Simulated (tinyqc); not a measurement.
What each parameter does: Weaire-Thorpe hybrids on a Bethe lattice: gap and dangling bond of an amorphous tetrahedral solid.

Four sp3 hybrids an atom at energy 0, coupled by -V1 on the atom and by -V2 along a bond; the bonds form a tree (no rings). For any network the gap runs at least from -V2 + V1 to V2 - 3 V1, and p-like states pile up at -V2 + V1 and V2 + V1. On the tree the gap is wider: it ends at Ec = -V1 + sqrt(V2^2 + 4 V1^2 - 2 sqrt3 V1 V2), which makes it well wider than the gaps of the real glasses. A branch seen from a hybrid has the self-energy S = V2^2 g, where g is the Green function of the hybrid across the bond, whose three partners carry S themselves. With a = z - V1, b = a - S: g = 1/(a + V1 b/(b + 3 V1)), z = E + i eta. A full atom has G = (1/b)(b + 3 V1)/(b + 4 V1) per hybrid; a dangling hybrid with shift dh has G = 1/(1/g - dh).

Parameters, chosen for this exercise (out of a larger set: of the size of tabulated hybrid energies for amorphous silicon; not measured data):

| symbol | value | unit | meaning |
|---|---|---|---|
| V1 | 1.76 | eV | coupling of two hybrids on one atom |
| V2 | 4.6 | eV | coupling of the two hybrids of a bond |
| dh | -0.24 | eV | shift of the dangling hybrid (rehybridisation) |

Ev = -V2 + V1, conduction edge of the tree -V1 + sqrt(V2^2 + 4 V1^2 - 2 sqrt3 V1 V2), and the level that solves 1/g(E) = dh for eta = 0.

Results for these values:

| case | Ev (eV) | Ec (eV) | level (eV) | weight |
|---|---|---|---|---|
| base | -2.8400 | 0.5863 | -0.1385 | 0.592 |

What happens to each result for V2 = 4.75 eV, all else kept?

Answer: Ev falls from -2.8400 to -2.9900; Ec rises from 0.5863 to 0.6881; level falls from -0.1385 to -0.1446; weight rises from 0.592 to 0.616.

The same for each parameter in turn:

| case | Ev (eV) | Ec (eV) | level (eV) | weight |
|---|---|---|---|---|
| base | -2.8400 | 0.5863 | -0.1385 | 0.592 |
| V1 = 1.68 eV | -2.9200 | 0.7031 | -0.1473 | 0.627 |
| V2 = 4.75 eV | -2.9900 | 0.6881 | -0.1446 | 0.616 |
| dh = -0.34 eV | -2.8400 | 0.5863 | -0.1982 | 0.603 |

Computed by tinyqc, a small Python program: `OMP_NUM_THREADS=1 python tinyqc.py 1451969 1451970 out.jsonl` (the numbers bound the seed that draws the inputs); one thread of a shared host (Intel(R) Xeon(R) Processor @ 2.30GHz), about 0.03 s for the whole set of steps.
